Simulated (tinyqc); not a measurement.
Hubbard chain of 3 sites, step by step. One step of it, computed by the program tinyqc.

Question. The many-body Hamiltonian. Basis: all placements (u, d, 2, 0 on each site), up operators ordered before down ones; hops carry the sign of the same-spin electrons passed.

one-body matrix (hopping and site energies) (eV), order 1, 2, 3:
$$\begin{pmatrix}
-0.900000 & -0.910000 & 0.000000 \\
-0.910000 & 0.210000 & -0.910000 \\
0.000000 & -0.910000 & -0.460000
\end{pmatrix}$$

U = 8.000000 eV

electrons, up and down: [2, 1]

Give: H.

Answer.

H (eV):
```
        2u0     u20     uud     20u     udu     u02     duu     02u
2u0   6.410  -0.910   0.000  -0.910   0.000   0.000   0.000   0.000
u20  -0.910   7.520  -0.910   0.000  -0.910   0.000   0.000   0.000
uud   0.000  -0.910  -1.150   0.000   0.000  -0.910   0.000   0.000
20u  -0.910   0.000   0.000   5.740  -0.910   0.000  -0.910   0.000
udu   0.000  -0.910   0.000  -0.910  -1.150  -0.910   0.000  -0.910
u02   0.000   0.000  -0.910   0.000  -0.910   6.180   0.000   0.000
duu   0.000   0.000   0.000  -0.910   0.000   0.000  -1.150  -0.910
02u   0.000   0.000   0.000   0.000  -0.910   0.000  -0.910   7.960
0u2   0.000   0.000   0.000   0.000   0.000  -0.910   0.000  -0.910

        0u2
2u0   0.000
u20   0.000
uud   0.000
20u   0.000
udu   0.000
u02  -0.910
duu   0.000
02u  -0.910
0u2   7.290
```
